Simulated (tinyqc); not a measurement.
# Probe couplings from its potential

Problem. One voltage probe p sits between leads L (mu = 1) and R (mu = 0) without magnetic field: mu_p = T_pL/(T_pL + T_pR), T_eff = T_RL + T_pL T_pR/(T_pL + T_pR). Find T_pL and T_pR.

T_RL = 0.31
mu_p = 0.13043478
T_eff = 0.36217391

Answer. T_eff - T_RL equals T_pL (1 - mu_p) and also T_pR mu_p.

T_pL = 0.0600
T_pR = 0.400

Numbers from tinyqc (`OMP_NUM_THREADS=1 python tinyqc.py 2700042 2700043 out.jsonl`; about 0.01 s on one thread of a shared Intel Xeon 2.30GHz).
